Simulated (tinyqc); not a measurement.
Solubility, supersaturation, precipitation and gettering of an impurity in a silicon-like host: one step, computed by the program tinyqc.

The wafer was saturated at T1 and is then held at T.

Problem. Growing precipitates. Growing sinks: with y = r/r_f and y0 = r0/r_f, dy/dt = (1 - y^3)/(3 tau_f y), which integrates to t/tau_f = F(y) - F(y0), F(y) = (1/2) ln[(1 + y + y^2)/(1 - y)^2] - sqrt(3) arctan[(2y + 1)/sqrt(3)]; the share of the excess left is (1 - y^3)/(1 - y0^3), and C(t) = C_eq + (C0 - C_eq) x share.

Inputs (values chosen for the exercise, modelled on iron in silicon):

| quantity | value | unit |
|---|---|---|
| temperature of saturation T1 | 1425 | K |
| anneal temperature T | 801 | K |
| initial sink radius r0 | 24 | nm |
| anneal time t | 770 | s |

final radius r_f = 29.74544 nm

tau_f = 122.5458 s

C_eq(T) = 5.395685e+07 1/cm^3

C0 = 9.943997e+15 1/cm^3

Give: radius at t; share of the excess left; C(t) with growing sinks.

Solution.

radius at t = 29.73 nm

share of the excess left = 0.002262

C(t) with growing sinks = 2.249e+13 1/cm^3

99.8 % of the excess has precipitated. Caution: the barrier to homogeneous nucleation is below 35 k_B T for these inputs, so new precipitates would form and outnumber the fixed sinks assumed here.
